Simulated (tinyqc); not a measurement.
# Gate sheet resistance from two finger widths

Question. At low frequency R = Rsh Wf/(3 L) + B/Wf, where B collects the channel and vertical terms. Find Rsh, B and the width of lowest R.

Inputs (values chosen for the exercise):
- L = 0.41 um (channel length)

input resistance of single fingers, contacted at one end, of width 0.52 and 4 um (ohm): [103.15009, 51.774390]

Solution. R Wf is a straight line in Wf^2; the minimum of R lies where both terms are equal.

Rsh = 12.0 ohm/square
B = 51.0 ohm um
width of lowest R = 2.29 um

Program tinyqc, `OMP_NUM_THREADS=1 python tinyqc.py 2262141 2262142 out.jsonl`; Intel Xeon 2.30GHz, shared host, one thread, about 0.01 s.
